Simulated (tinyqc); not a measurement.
Comparisons within one model: phonon-assisted absorption at an indirect gap. A value that a table varies takes the place of the one given here.

alpha(E) = sum_j A_j [N_j (E - Eg + w_j)^2 + (N_j + 1)(E - Eg - w_j)^2], each bracket counted only where its base is positive; N_j = 1/(exp(w_j/kB T) - 1). The first term absorbs a phonon and the second emits one; excitons and direct transitions are left out.

Photodiode (Gaertner form with a dead layer): QE = (1 - R) exp(-alpha xj) [1 - exp(-alpha W)/(1 + alpha L)], R = ((nr - 1)/(nr + 1))^2; responsivity = QE/E in A/W for E in eV.

Constants: kB = 8.617333262e-05 eV/K.

Values chosen for the exercise (loosely those of AlAs at room temperature; Eg is not tied to T; the results hold for these values, not for the real material):
- Eg = 2.193 eV (indirect gap, held fixed unless listed)
- w = (46.2, 13.2) meV (two zone-edge phonons)
- A = (5700, 980) 1/(cm eV^2) (their strengths)
- T = 500 K
- nr = 3.15 (refractive index)
- xj = 0.14 micrometre (dead layer at the surface)
- W = 2.6 micrometre (depleted width)
- L = 7.5 micrometre (minority diffusion length below it)
- E = 2.385 eV (photon energy)

## The square root of alpha at three temperatures

The gap is held fixed, so only the phonon occupations change.

sqrt(alpha) (1/cm^(1/2)):

| E - Eg (eV) | 77 K | 450 K | 600 K |
|---|---|---|---|
| -0.04 | 0.014 | 0.309 | 0.390 |
| -0.02 | 0.061 | 1.307 | 1.646 |
| 0.00 | 0.196 | 2.394 | 3.002 |
| 0.02 | 0.497 | 3.704 | 4.606 |
| 0.04 | 1.138 | 5.269 | 6.480 |
| 0.07 | 2.836 | 8.118 | 9.805 |
| 0.10 | 5.213 | 11.551 | 13.721 |
| 0.15 | 9.331 | 17.661 | 20.666 |
| 0.20 | 13.489 | 23.933 | 27.793 |
| 0.30 | 21.835 | 36.633 | 42.225 |
| 0.45 | 34.374 | 55.803 | 64.015 |
| 0.60 | 46.919 | 75.020 | 85.861 |

Below the gap only phonon absorption acts: at E - Eg = -0.02 eV sqrt(alpha) is 0.061, 1.307 and 1.646 at 77, 450 and 600 K. A straight line through the last two rows meets the axis at E - Eg = +0.0390, +0.0144 and +0.0105 eV: the intercept is roughly a weighted mean of the thresholds, not the gap, and it moves from the emission side towards Eg as the occupations grow. At the last row alpha grows by a factor 3.35 from the lowest to the highest temperature at fixed gap.

## Spectral response

Response:

| E (eV) | wavelength (nm) | alpha (1/cm) | 1/alpha (micrometre) | dead layer | collected | QE | A/W |
|---|---|---|---|---|---|---|---|
| 2.21 | 561 | 14.4 | 695 | 1.000 | 0.014 | 0.011 | 0.005 |
| 2.25 | 551 | 53.2 | 188 | 0.999 | 0.052 | 0.038 | 0.017 |
| 2.31 | 537 | 209 | 47.9 | 0.997 | 0.181 | 0.132 | 0.057 |
| 2.39 | 519 | 619 | 16.2 | 0.991 | 0.418 | 0.304 | 0.127 |
| 2.49 | 498 | 1.46e+03 | 6.87 | 0.980 | 0.673 | 0.482 | 0.194 |
| 2.64 | 470 | 3.39e+03 | 2.95 | 0.954 | 0.883 | 0.616 | 0.233 |
| 2.84 | 437 | 7.24e+03 | 1.38 | 0.904 | 0.976 | 0.645 | 0.227 |
| 3.09 | 401 | 1.41e+04 | 0.710 | 0.821 | 0.998 | 0.599 | 0.194 |
| 3.39 | 366 | 2.53e+04 | 0.396 | 0.702 | 1.000 | 0.514 | 0.151 |
| 3.79 | 327 | 4.53e+04 | 0.221 | 0.531 | 1.000 | 0.388 | 0.102 |

QE is highest, 0.645, at 2.84 eV of those listed and the responsivity at 2.64 eV; reflection alone caps QE at 0.732. Near the gap weak absorption limits it (collected share 0.014); at the top the dead layer passes 0.531. Far above the gap the quadratic law and a constant index are only rough; in the real crystal direct transitions take over near 3 eV, so the rows above that understate alpha.

## What moves the response

At the energy E. Each row changes one parameter from the base and keeps the others.

Results:

| case | alpha (1/cm) | QE |
|---|---|---|
| base | 586.3 | 0.2929 |
| Eg = 2.173 eV | 721.4 | 0.3346 |
| T = 550 K | 647.9 | 0.3127 |
| W = 5.2 micrometre | 586.3 | 0.3541 |
| L = 3.75 micrometre | 586.3 | 0.2149 |
| xj = 0.28 micrometre | 586.3 | 0.2905 |
| nr = 3.31 | 586.3 | 0.2853 |

The largest shifts from the base row, up to three for each result and ties (the steps differ in size, so this ranks the rows, not the parameters). alpha (1/cm): Eg +135, T +61.6; unchanged at the printed digits by W, L, xj and nr. QE: L -0.0780, W +0.0612, Eg +0.0418.

(tinyqc, `OMP_NUM_THREADS=1 python tinyqc.py 1682426 1682427 out.jsonl`, Intel(R) Xeon(R) Processor @ 2.30GHz, 1 thread, shared host, about 0.01 s.)
